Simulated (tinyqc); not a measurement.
# X-ray photoelectron analysis of a thin oxide on a semiconductor: attenuation lengths, thickness, angle series and band offsets, step by step

A worked calculation. Computed by tinyqc, a small Python program that keeps every step. Command: `OMP_NUM_THREADS=1 python tinyqc.py 3110720 3110721 out.jsonl xps walk`. One thread of a shared host (Intel(R) Xeon(R) Processor @ 2.30GHz), about 0.01 s of CPU time with the checks. Intermediate numbers are printed to about 7 digits and carried at full precision; extremes and crossings named in words are read from the listed rows.

The same element is seen in the oxide and in the substrate, at nearly the same kinetic energy; films are flat and uniform, and the work function is ignored.

Inputs (values chosen for the exercise, modelled on SiO2 on silicon):
```
quantity                                           value     unit
photon energy                                     1486.6       eV
binding energy of the core level                    99.4       eV
oxide density                                       2.16   g/cm^3
oxide formula mass                                 60.08    g/mol
valence electrons per oxide formula                   16        -
oxide gap                                           8.77       eV
substrate density                                   2.33   g/cm^3
substrate formula mass                             28.09    g/mol
valence electrons per substrate formula                4        -
substrate gap                                       1.12       eV
oxide thickness d                                      6       nm
emission angle from the normal                        55  degrees
attenuation length over inelastic mean free path    0.93        -
carbon overlayer                                    0.99       nm
counts in the two peaks together                  800000        -
valence band offset used to make the data           4.41       eV
core level less valence band top, substrate        98.98       eV
core level less valence band top, thick oxide      98.62       eV
field in the oxide                                   1.1    MV/cm
```

## Inelastic mean free paths

TPP-2M: lambda = E/(E_p^2 [b ln(c E) - C/E + D/E^2]) in angstrom, E_p = 28.8 sqrt(N_v rho/M), b = -0.10 + 0.944/sqrt(E_p^2 + E_g^2) + 0.069 rho^0.1, c = 0.191/sqrt(rho), U = N_v rho/M, C = 1.97 - 0.91 U, D = 53.4 - 20.8 U, with E = photon energy less binding energy in eV. Attenuation length L = factor x lambda.

kinetic energy E = 1387.2 eV

Terms:
```
layer      E_p (eV)           b          c  lambda (nm)
oxide      21.84311  0.01462919  0.1299590     3.878124
substrate  16.58917  0.03186580  0.1251283     3.089761
```

L in the oxide = 3.606656 nm

L in the substrate = 2.873477 nm

## Peak ratio

R_0 = (rho_o/M_o) L_o/((rho_s/M_s) L_s); peak ratio R = I_ox/I_sub = R_0 [exp(d/(L_o cos theta)) - 1]; hence d = L_o cos theta ln(1 + R/R_0). A carbon layer weakens both peaks alike, by exp(-d_C/(L_o cos theta)) if its L is taken equal to L_o. This R_0 leaves out intrinsic losses from the substrate peak, so calibrated values can be larger.

R_0 = 0.5440221

d/(L_o cos theta) = 2.900382

ratio R = 9.346896

oxide share of the counts = 0.9033527

attenuation by carbon = 0.6196732

depth 3 L_o cos theta = 6.206078 nm

## Error budget of the thickness

With x = d/(L_o cos theta): d ln d/d ln R = (1 - exp(-x))/x = -d ln d/d ln R_0; counting error of R = 1/sqrt(N f (1 - f)), f the oxide share, which times the sensitivity gives that of d; an angle error adds tan(theta) d theta; d is proportional to L_o at fixed R_0. Assumed errors: 5 % in R_0, 1 degree, 5 % in L_o.

sensitivity to R = 0.3258184

counting error of d = 0.1232841 %

R_0 = 1.629092 %

angle = 2.492588 %

L_o = 5 %

The attenuation length is the largest of these terms.

## Angle series: uniform film or islands?

Islands: half of the surface carries 2 d and half none, R = R_0 (1/2)(1 - t)/(1/2 + t/2) with t = exp(-2 d/(L_o cos theta)); the apparent thickness is read with the uniform formula.

Against the angle:
```
theta (degrees)  R, uniform  R, islands  apparent d, islands (nm)
0                    2.3275   0.5063210                  2.372755
20                   2.6510   0.5133657                  2.252315
35                   3.6018   0.5256042                  1.997395
45                   5.1756   0.5342671                  1.744759
55                   9.3469   0.5407405                  1.427660
65                  27.3281   0.5436078                  1.055941
75                 336.0430   0.5440193                  0.647030
```

A uniform film gives d = 6 nm at every angle. The island film of the same volume reads 2.37 nm at normal emission and 0.647 nm at 75 degrees; its ratio cannot pass R_0, since the bare half always shows the substrate.

## Band offsets by core levels

Valence band offset = (E_core - E_v)(substrate) - (E_core - E_v)(oxide) + (core level separation at the interface, oxide less substrate). The separation is made here from the given offset; a uniform field F that raises the binding energy towards the surface shifts the oxide peak by e F <z>, <z> = d/(1 - exp(-x)) - d/x, x = d/(L_o cos theta), being the mean distance from the interface. Conduction band offset = oxide gap - substrate gap - valence band offset.

separation without field = 4.05 eV

<z> = 4.280528 nm

separation with field = 4.520858 eV

apparent valence band offset = 4.880858 eV

true conduction band offset = 3.24 eV

apparent conduction band offset = 2.769142 eV

The field biases both offsets by 0.47 eV, in opposite directions.

Checks made by the program: thickness recovered (relative difference below 1e-10).
